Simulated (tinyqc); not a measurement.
From one set of inputs to another, one input at a time: a particle near a wafer in liquid: double-layer and van der Waals forces (DLVO), deposition barrier and removal. Computed by tinyqc, a small Python program. Command: `OMP_NUM_THREADS=1 python tinyqc.py 3112765 3112766 out.jsonl dlvo ladder`. One thread of a shared host (Intel(R) Xeon(R) Processor @ 2.30GHz), about 0.01 s of CPU time with the checks.

Sphere and flat wall, Derjaguin approximation, constant potentials in the linear-superposition form, no retardation and no hydration force.

The inputs printed are set A. Inputs not listed in the table keep their values of set A, so the rows need not describe a real material.

Inputs (values chosen for the exercise, of the order of those for polymer latex on silicon in water):

| quantity | value | unit |
|---|---|---|
| particle radius R | 11 | nm |
| Hamaker constant A | 1.5e-20 | J |
| potential of the particle psi_1 | 26 | mV |
| potential of the wafer psi_2 | -14 | mV |
| salt concentration c | 0.0046 | mol/L |
| valence z of the symmetric salt | 2 | - |
| temperature T | 298 | K |
| dielectric constant of the liquid | 78.4 | - |
| contact distance h0 | 0.4 | nm |
| contact radius over R | 0.088 | - |
| viscosity | 0.53 | mPa s |

Constants: e = 1.602176634e-19 C; N_A = 6.02214076e+23 1/mol; eps_0 = 8.8541878128e-12 F/m; k_B = 1.380649e-23 J/K; k_B = 8.617333262e-05 eV/K.

Method. kappa^2 = 2 z^2 e^2 N_A (1000 c)/(eps eps_0 k_B T); gamma_i = tanh(z e psi_i/(4 k_B T)); Z = 64 pi eps eps_0 (k_B T/(z e))^2 gamma_1 gamma_2. Adhesion F_a = A R/(6 h0^2) [1 + a^2/(R h0)] - kappa Z R exp(-kappa h0), a the contact radius. Drag in a shear flow F_d = 1.7 x 6 pi mu R^2 G, acting at 1.4 R; rolling starts when 1.4 R F_d = a F_a. Wall shear stress = mu G.

Each row keeps all changes above it:

| input moved | from | to | net adhesion F_a (pN) | wall shear stress for rolling (Pa) |
|---|---|---|---|---|
| set A | - | - | 220 | 3570 |
| contact radius over R | 0.088 | 0.11 | 241 | 4880 |
| salt concentration c (mol/L) | 0.0046 | 0.041 | 254 | 5140 |
| temperature T (K) | 298 | 293 | 254 | 5140 |
| potential of the particle psi_1 (mV) | 26 | -21 | 209 | 4228 |
| potential of the wafer psi_2 (mV) | -14 | -48 | 173 | 3509 |
| particle radius R (nm) | 11 | 260 | 34692 | 1258 |
| Hamaker constant A (J) | 1.5e-20 | 1.9e-20 | 44296 | 1607 |

Which inputs carry the difference?

net adhesion F_a goes from 220 to 44300, a factor 201 in all. The largest single move comes from particle radius R (a factor 200). Wall shear stress for rolling goes from 3570 to 1610, a factor 0.450 in all. The largest single move comes from particle radius R (a factor 0.359), and contact radius over R works against it (a factor 1.37). The single moves hold for this order of the switches; the total does not depend on the order.

Extremes, crossings and ranges named in words are read from the listed rows.
